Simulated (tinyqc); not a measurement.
# Worked calculation: Esaki diode in forward bias, two-band WKB

tinyqc, about 0.02 s, one thread, Intel Xeon 2.30GHz (shared host): `OMP_NUM_THREADS=1 python tinyqc.py 2620104 2620105 out.jsonl` Printed values are rounded.

Abrupt p-n junction, depletion approximation. Energies E are counted from the conduction-band edge of the neutral n side; its Fermi level lies at dn, that of the p side at dn - V, and the valence-band edge of the neutral p side at Em = dn + dp - V. Tunnelling needs 0 < E < Em. Two-band dispersion with equal masses m: inside the gap kappa = sqrt(m u (1 - u/Eg)/C), u the distance from a band edge, C = hbar^2/(2 m0).

Values chosen for this exercise; band and dielectric values close to those of indium phosphide:
```
symbol,value,unit,meaning
T,300,K,temperature
Eg,1.35,eV,band gap
eps_r,12.3,,relative permittivity
Nc,5.7e17,cm^-3,conduction-band density of states at 300 K
Nv,1.12e19,cm^-3,valence-band density of states at 300 K
m,0.095,m0,band-edge mass of the two-band model
Na,2e19,cm^-3,acceptor density
Nd,1.8e19,cm^-3,donor density
V,0.18,V,bias of the p side
nE,9,,points of the energy grid
```

Constants: q = 1.602176634e-19 C, kB = 1.380649e-23 J/K, hbar = 1.054571817e-34 J s, h = 6.62607015e-34 J s, m0 = 9.1093837015e-31 kg, Vt = kB T/q, eps0 = 8.8541878128e-14 F/cm where lengths are in cm, hbar^2/(2 m0) = 0.0380998212 eV nm^2. Results are converted to the units shown.

Range of the model: Parabolic densities of states, no band tails and no gap narrowing, all of which matter at such doping.

## Fermi levels and built-in voltage

Nd = Nc F12(dn/Vt), Na = Nv F12(dp/Vt), F12(x) = (2/sqrt(pi)) int_0^infinity sqrt(u)/(1 + exp(u - x)) du; dn = EF - Ec on the n side, dp = Ev - EF on the p side (negative outside the bands); Vbi = Eg + dn + dp.

dn = 0.3104809 eV
dp = 0.03092367 eV
Vbi = 1.691405 V

Boltzmann statistics would give dn = 0.0893 eV and dp = 0.0150 eV. At zero bias the bands of the two sides overlap by dn + dp.

## Width, field and exponent

W = sqrt(2 eps0 eps_r (Vbi - V)(1/Na + 1/Nd)/q), mean field F = (Vbi - V)/W, peak field 2 F. In a uniform field F the exponent is S = pi sqrt(m/C) Eg^1.5/(4 F). Transverse energy Et = C kt^2/m raises it to S (1 + 4 Et/Eg), so T = exp(-S) exp(-Et/Eb) with Eb = Eg/(4 S). KJ = (2 q^2/h) m/(4 pi C) (times 1e14 for A/cm^2 per eV^2).

W = 14.72711 nm
mean field = 1.026273 MV/cm
S = 18.95517
exp(-S) = 5.859664e-9
Eb = 17.80517 meV
tunnelling length Eg/F = 13.15439 nm

## Current density on a coarse grid

J = KJ exp(-S) Eb times the integral from 0 to Em of [f(E - dn) - f(E - dn + V)] [1 - exp(-min(E, Em - E)/Eb)] dE, f(x) = 1/(1 + exp(x/Vt)), with S and Eb from the mean field; J > 0 flows from p to n. KJ = (2 q^2/h) m/(4 pi C) (times 1e14 for A/cm^2 per eV^2). Simpson's rule on nE equally spaced points from 0 to Em.

| point | E (eV) | difference of the f | transverse factor |
|---|---|---|---|
| 0 | 0.0000000 | 0.0063800 | 0.0000000 |
| 1 | 0.0201756 | 0.0138193 | 0.6779764 |
| 2 | 0.0403512 | 0.0296734 | 0.8963008 |
| 3 | 0.0605267 | 0.0625599 | 0.9666064 |
| 4 | 0.0807023 | 0.1271089 | 0.9892465 |
| 5 | 0.1008779 | 0.2410846 | 0.9666064 |
| 6 | 0.1210535 | 0.4091724 | 0.8963008 |
| 7 | 0.1412290 | 0.6010345 | 0.6779764 |
| 8 | 0.1614046 | 0.7647239 | 0.0000000 |

integral = 0.02609108 eV
KJ = 1.537395e9 A/(cm^2 eV^2)
J = 0.004185009 A/cm^2

A converged quadrature gives 0.004207 A/cm^2; this grid is 0.53 % below that in size.
